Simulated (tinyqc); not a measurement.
Raising U: Hubbard chain of 4 sites, mean field against exact. Computed by the program tinyqc. Collinear unrestricted mean field (the lowest of 40 random starts) against exact diagonalisation.

one-body matrix (hopping and site energies) (eV):
```
,1,2,3,4
1,0.4900,-1.6900,0.0000,0.0000
2,-1.6900,-0.2700,-1.6900,0.0000
3,0.0000,-1.6900,-0.2000,-1.6900
4,0.0000,0.0000,-1.6900,0.3100
```

electrons, up and down: 2  2

Exact and mean-field results (eV):
```
U,U/t,E exact,E mean field,mean |n_up - n_down|,"double occupancy, exact",first gap in the sector
0.8400,0.4970,-6.506799,-6.465130,0.0000,0.2287,1.8937
1.6900,1.0000,-5.773837,-5.604686,0.0000,0.2026,1.6845
3.3800,2.0000,-4.569580,-3.934951,0.3742,0.1548,1.3528
6.7600,4.0000,-2.985864,-2.105524,0.8176,0.0859,0.9209
10.1400,6.0000,-2.096266,-1.331920,0.9172,0.0498,0.6753
13.5200,8.0000,-1.561061,-0.925900,0.9532,0.0313,0.5266
20.2800,12.0000,-0.969029,-0.511619,0.9792,0.0152,0.3618
33.8000,20.0000,-0.462193,-0.176276,0.9925,0.0057,0.2206
```

Estimate the missing row, U = 5.07.

Computed row:
```
U          U/t    E exact  E mean field  mean |n_up - n_down|  double occupancy, exact  first gap in the sector
5.0700  3.0000  -3.661433     -2.804915                0.6911                   0.1155                   1.1057
```

In absolute terms mean field is worst at U/t = 4.0, 0.880 eV too high: at small U it is nearly exact, and at large U it misses only exchange-scale energies. Its local moments set in at U/t = 2.0 of those listed, a broken symmetry that the exact state of a finite cluster with equal spins does not have. Relative to the exact energy its error is 0.6 % at the smallest U, 62 % at most and 62 % at the largest. The double occupancy falls from 0.229 to 0.006.
